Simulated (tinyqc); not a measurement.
## Dose and depth of a threshold implant

Question. A sheet of D acceptors per cm^2 lies at depth xi inside the depleted layer of a body doped Na. In the depletion approximation VT = Vfb + f2 + q D/Cox + gamma sqrt(f2 + Vsb - q D xi/(eps0 eps_r)), gamma = sqrt(2 eps0 eps_r q Na)/Cox, Cox = eps0 eox/tox. Find gamma, D and xi.

Inputs (values chosen for the exercise); band and dielectric values close to those of silicon: relative permittivity eps_r = 11.6; acceptor density deep in the body Na = 1.5e17 cm^-3; relative permittivity of the gate insulator (close to silicon dioxide) eox = 3.9; insulator thickness tox = 6.1 nm; flat-band voltage Vfb = -0.78 V; band bending 2 phiF at threshold f2 = 0.83 V.

Constants: q = 1.602176634e-19 C, eps0 = 8.8541878128e-14 F/cm where lengths are in cm. Results are converted to the units shown.

VT against the source at Vsb = 0 and 2.2 V (V): [0.46545228, 0.80293992]

Answer. With y^2 = f2 - q D xi/(eps0 eps_r) and d the difference of the thresholds over gamma, sqrt(y^2 + Vsb) - y = d gives y = (Vsb - d^2)/(2 d). The first threshold then gives D, and y^2 gives xi.

gamma = 0.392 V^0.5
D = 2.90e11 cm^-2
xi = 24.0 nm

Numbers from tinyqc (`OMP_NUM_THREADS=1 python tinyqc.py 2080017 2080018 out.jsonl`; about 0.4 s on one thread of a shared Intel Xeon 2.30GHz).
